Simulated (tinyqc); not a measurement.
# Worked calculation: frequency dispersion of an accumulation capacitance by border traps, distributed model

Numbers from tinyqc (`OMP_NUM_THREADS=1 python tinyqc.py 2202099 2202100 out.jsonl`; about 0.3 s on one thread of a shared Intel Xeon 2.30GHz). Printed values are rounded.

Traps spread evenly through the insulator exchange electrons with the semiconductor by tunnelling, with tau(x) = t0 exp(2 ka x) at depth x from the interface. The admittance per area Y seen at depth x obeys dY/dx = -Y^2/(i w eps0 eox) + q Nb ln(1 + i w tau)/tau, with Y(0) = i w Cs and w = 2 pi f; the gate sees Y(tox) = G + i w C. Working variable y = Y/(i w), in uF/cm^2. Cox = eps0 eox/tox.

Inputs (values chosen for the exercise); permittivity close to that of hafnium oxide:
```
symbol   value         unit                                               meaning
eox       19.9                             relative permittivity of the insulator
tox        5.4           nm                                   insulator thickness
Cs         4.7      uF/cm^2             semiconductor capacitance in accumulation
Nb      5.9e18  cm^-3 eV^-1                               density of border traps
ka           6         1/nm  decay constant of the wave function in the insulator
t0       1e-11            s              time constant of a trap at the interface
f        10000           Hz                                             frequency
xe         1.6           nm               depth down to which the steps are taken
```

Constants: q = 1.602176634e-19 C, eps0 = 8.8541878128e-14 F/cm where lengths are in cm. Results are converted to the units shown.

## Scales and lumped estimate

Cox; trap-free value 1/(1/Cox + 1/Cs); response depth d = ln(1/(w t0))/(2 ka), where w tau = 1; lumped estimate: all traps within d act as C_bt = q Nb d placed at d/2, so C = 1/{1/[1/(1/Cs + d/(2 eps0 eox)) + C_bt] + (tox - d/2)/(eps0 eox)}.

Cox = 3.262932 uF/cm^2
trap-free C = 1.925896 uF/cm^2
d = 1.190018 nm
C_bt = 0.1124905 uF/cm^2
lumped C = 1.950892 uF/cm^2

The traps within reach amount to 0.0239 Cs and lie in the first 22.0 % of the insulator.

## Midpoint steps through the active depth

In terms of y: dy/dx = -y^2/(eps0 eox) + s(x), s = q Nb ln(1 + z)/z, z = i w tau. 10 midpoint steps of h = xe/10: y_half = y + (h/2) y'(x, y), y(new) = y + h y'(x + h/2, y_half).

| point | x (nm) | s (uF/(cm^2 nm)) | y (uF/cm^2) |
|---|---|---|---|
| 0 | 0 | 0.09452842-0.00000003i | 4.700000+0.000000i |
| 1 | 0.16 | 0.09452842-0.00000020i | 4.522370+0.000000i |
| 2 | 0.32 | 0.09452842-0.00000138i | 4.358718+0.000000i |
| 3 | 0.48 | 0.09452842-0.00000942i | 4.207497-0.000001i |
| 4 | 0.64 | 0.09452836-0.00006428i | 4.067382-0.000004i |
| 5 | 0.8 | 0.09452571-0.00043845i | 3.937228-0.000031i |
| 6 | 0.96 | 0.09440256-0.00298481i | 3.816039-0.000209i |
| 7 | 1.12 | 0.08923824-0.01870709i | 3.702822-0.001412i |
| 8 | 1.28 | 0.03992216-0.03642308i | 3.593336-0.006724i |
| 9 | 1.44 | 0.00716002-0.01412677i | 3.482511-0.010148i |
| 10 | 1.6 | 0.00107901-0.00339529i | 3.376250-0.010608i |

## Capacitance and conductance at the gate

y at xe = 3.376250-0.010608i uF/cm^2

Beyond xe the traps are ignored, so 1/y(tox) = 1/y(xe) + (tox - xe)/(eps0 eox); C = Re y, G/w = -Im y, loss tangent G/(w C).

y at the gate = 1.953692-0.003552i uF/cm^2
C = 1.953692 uF/cm^2
G/w = 0.003551931 uF/cm^2
loss tangent = 0.001818061

A fine integration over the whole insulator gives C = 1.9534 and G/w = 0.003646 uF/cm^2; the coarse G/w is 2.6 % below that. The fine C is 1.4 % above the trap-free value, and the lumped estimate is 0.13 % below the fine result.
